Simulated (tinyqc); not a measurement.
Single-band model of a thermoelectric material: one step, computed by the program tinyqc.

One spherical band, one scattering law, no minority carriers and no phonon drag. In a real material minority carriers limit |S| to about E_g/(2 e T), so larger values are formal. eta = E_F/(k_B T) is counted from the band edge; f = 1/(1 + exp(x - eta)).

Question. Limiting formulas for the Seebeck coefficient. Classical: |S| = (k_B/e)[r + 5/2 - ln(n/N_c)], N_c = (3 sqrt(pi)/4) N_0. Degenerate (Mott): |S| = (pi^2/3)(k_B/e)(r + 3/2)/eta_F, eta_F = (n/N_0)^(2/3).

Inputs (values chosen for the exercise, for a model material): carrier density n = 4.3e+19 1/cm^3; temperature T = 340 K.

Band: parabolic. Scattering: constant relaxation time, r = 0.

Seebeck coefficient |S| = 206.4872 microvolt/K

N_0 = 2.627613e+19 1/cm^3

Constants: k_B = 8.617333262e-05 eV/K.

Give: Seebeck coefficients.

Answer.

Seebeck coefficients:
```
formula        |S| (microvolt/K)  deviation (%)
full integral             206.49          0.000
classical                 197.52         -4.342
degenerate                306.22         48.301
```
